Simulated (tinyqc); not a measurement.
Worked calculation: plane-wave Kohn-Sham cycle with exchange-only LDA in a layered model solid. One step of it, computed by the program tinyqc.

Task: Iteration 1: potential. V_H(G) = 4 pi rho(G)/G^2 for G != 0 (uniform background); v_x = -(3 rho/pi)^(1/3); V = V_ext + V_H + v_x; Fourier components f(G_m) = (1/N) sum_j f(x_j) exp(-i G_m x_j).

A solid whose potential varies along x alone (atomic units):
```
parameter                      value
period a                   13.900000
cross-section of the cell   9.000000
electrons per cell                 2
grid points                       16
plane waves -n..n, n               2
k points                           4
V1 in V1 cos(2 pi x/a)     -0.230000
```

density at the start, on the grid x_j = j a/N (e/bohr^3): 0.01598721  0.01598721  0.01598721  0.01598721  0.01598721  0.01598721  0.01598721  0.01598721  0.01598721  0.01598721  0.01598721  0.01598721  0.01598721  0.01598721  0.01598721  0.01598721

Give: Potentials on the grid; V(G_m), m = 0, 1, 2, ....

Result:

Potentials on the grid (hartree):
```
x          V_ext     V_H      v_x        V
0.0000   -0.2300  0.0000  -0.2481  -0.4781
0.8688   -0.2125  0.0000  -0.2481  -0.4606
1.7375   -0.1626  0.0000  -0.2481  -0.4107
2.6063   -0.0880  0.0000  -0.2481  -0.3361
3.4750         0  0.0000  -0.2481  -0.2481
4.3438    0.0880  0.0000  -0.2481  -0.1601
5.2125    0.1626  0.0000  -0.2481  -0.0854
6.0812    0.2125  0.0000  -0.2481  -0.0356
6.9500    0.2300  0.0000  -0.2481  -0.0181
7.8187    0.2125  0.0000  -0.2481  -0.0356
8.6875    0.1626  0.0000  -0.2481  -0.0854
9.5563    0.0880  0.0000  -0.2481  -0.1601
10.4250        0  0.0000  -0.2481  -0.2481
11.2937  -0.0880  0.0000  -0.2481  -0.3361
12.1625  -0.1626  0.0000  -0.2481  -0.4107
13.0312  -0.2125  0.0000  -0.2481  -0.4606
```

V(G_m), m = 0, 1, 2, ... (hartree): -0.2481  -0.1150  0.0000  0.0000  0.0000
